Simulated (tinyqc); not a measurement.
Limits of the phonon part: Bloch-Grueneisen resistivity of a metal. Computed by tinyqc, a small Python program. Command: `OMP_NUM_THREADS=1 python tinyqc.py 3020425 3020426 out.jsonl bg walk`. One thread of a shared host (Intel(R) Xeon(R) Processor @ 2.30GHz), about 0.01 s of CPU time with the checks.

Electrons scatter from a Debye spectrum of phonons (n = 5 for scattering within one band, n = 3 for scattering into a second, heavy band) and from static defects.

Inputs (values chosen for the exercise, modelled on tungsten):
```
quantity,value,unit
exponent n,5,-
Debye temperature Theta,326,K
transport coupling lambda_tr,0.23,-
Drude plasma energy hbar w_p,6.8,eV
residual resistivity rho_0,0.16,microohm cm
coefficient A of T^2,7.9,picoohm cm/K^2
```

Addition: T^2 term.

Constants: k_B = 1.380649e-23 J/K; hbar = 1.054571817e-34 J s; eps_0 = 8.8541878128e-12 F/m; hbar = 6.582119569e-16 eV s.

Method:
- J_n(y) = int_0^y x^n e^x/(e^x - 1)^2 dx, by 96 Gauss-Legendre points (upper limit at most 60).
- rho_ph = (n - 1) rho_1 (T/Theta)^n J_n(Theta/T), with rho_1 = 2 pi lambda_tr k_B Theta/(hbar eps_0 w_p^2), the high-temperature line at T = Theta.
- rho = rho_0 + A T^2 + rho_ph.
- Low T: (n - 1) n! zeta(n) rho_1 (T/Theta)^n. High T: rho_1 (T/Theta) [1 - (n - 1)/(12 (n + 1)) (Theta/T)^2].

Resistivities (microohm cm):
```
T (K),rho_ph,low-T law,straight line,line with correction,total rho
9.8,7.9750e-05,7.9750e-05,0.196,-,0.161
16.0,9.2507e-04,9.2512e-04,0.320,-,0.163
26.0,1.0336e-02,1.0483e-02,0.521,-,0.176
39.0,6.7277e-02,7.9602e-02,0.781,-,0.239
65.0,4.1621e-01,1.0237e+00,1.301,-,0.610
110.0,1.4032e+00,1.4209e+01,2.202,1.128,1.659
160.0,2.5660e+00,9.2512e+01,3.203,2.465,2.928
260.0,4.7763e+00,1.0483e+03,5.205,4.751,5.470
390.0,7.5128e+00,7.9602e+03,7.808,7.505,8.874
650.0,1.2833e+01,1.0237e+05,13.013,12.832,16.331
```

What does the comparison show, and why?

The low-T law holds to 10 % up to 26 K, the straight line from 260 K on. The local exponent of rho_ph falls from 5.00 to 1.05. Phonons overtake the residual resistivity between 39.0 and 65.0 K. The T^2 term exceeds rho_ph up to 16 K among these rows.

Extremes, crossings and ranges named in words are read from the listed rows.
